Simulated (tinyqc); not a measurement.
Hydrostatic strain: sp3s* tight binding, strained.

sp3s* tight binding, nearest neighbours only: anion (a) at 0, cation (c) at a/4 (1,1,1), orbitals s, px, py, pz, s* on each; k in units of 2 pi/a. With phases e_j = exp(i (pi/2) k.n_j) for n = (1,1,1), (1,-1,-1), (-1,1,-1), (-1,-1,1): g0 = (e1+e2+e3+e4)/4, g1 = (e1+e2-e3-e4)/4, g2 = (e1-e2+e3-e4)/4, g3 = (e1-e2-e3+e4)/4. The diagonal holds the levels Esa, Epa, Exa (s*) and Esc, Epc, Exc. Anion-cation block: <sa|sc> = Vss g0; <sa|xc> = Vsapc g1; <xa|sc> = -Vscpa g1; <xa|xc> = Vxx g0; <xa|yc> = <ya|xc> = Vxy g3, <xa|zc> = <za|xc> = Vxy g2, <ya|zc> = <za|yc> = Vxy g1; <s*a|xc> = Vxapc g1; <xa|s*c> = -Vpaxc g1; y and z take g2 and g3 in place of g1; s-s* and s*-s* vanish.

Strain e moves each bond vector to d = (1 + e) d0 (no internal displacement for the diagonal strains used here) and k is given in fractions of the strained reciprocal cell, so the phases stay. Two-centre values Vss_sigma = Vss/4, Vsp_sigma = sqrt3 V/4 for each s-p and s*-p pair, Vpp_sigma = (Vxx + 2 Vxy)/4, Vpp_pi = (Vxx - Vxy)/4 are scaled by (d0/d)^eta and combined with the new direction cosines; the levels on the diagonal stay.

Values chosen for the exercise (near a published set for Si, fitted to gaps, whose masses and valley positions are rough; shifted at random, so the results belong to these values and not to a real crystal): Esa = -4.205 eV (s level of the anion); Epa = 1.714 eV (p level of the anion); Esc = -4.205 eV (s level of the cation); Epc = 1.714 eV (p level of the cation); Exa = 6.636 eV (s* level of the anion); Exc = 6.636 eV (s* level of the cation); Vss = -8.261 eV (s-s); Vxx = 1.735 eV (px-px); Vxy = 4.543 eV (px-py); Vsapc = 5.745 eV (s anion, p cation); Vscpa = 5.745 eV (s cation, p anion); Vxapc = 5.337 eV (s* anion, p cation); Vpaxc = 5.337 eV (p anion, s* cation); eta = 2.5 (scaling exponent).

exx = eyy = ezz = e. Gaps as measured from the top of the valence band; the deformation potentials are (gap(0.01) - gap(-0.01))/0.06.

Gaps (eV):
```
e       Gamma   Delta       L  x of the minimum
-0.03  3.7446  1.2421  2.5634             0.718
-0.02  3.6498  1.2337  2.5507             0.723
-0.01  3.5583  1.2250  2.5378             0.727
0.00   3.4700  1.2160  2.5191             0.732
0.01   3.3847  1.2067  2.3913             0.736
0.02   3.3024  1.1971  2.2677             0.741
0.03   3.2228  1.1873  2.1480             0.745
```

gap deformation potentials (eV): Gamma -2.892, Delta -0.305, L -2.440

Per unit of volume strain the gaps move by -2.89 (Gamma), -0.31 (Delta) and -2.44 eV (L). The lowest valley stays the Delta line over the range. These potentials follow from the one exponent eta, which fitted models replace by one for each integral; with it the sizes are rough, the sign for Delta can be wrong (in Si, Ge and the III-V crystals measured values are small and positive), and the pressures at which valleys cross, and which valley takes over, are rough too. A gap of zero, where one is listed, marks an s level that has sunk below the valence top.

Program tinyqc; command `OMP_NUM_THREADS=1 python tinyqc.py 1481626 1481627 out.jsonl`; about 0.2 s on one thread of a shared Intel(R) Xeon(R) Processor @ 2.30GHz.
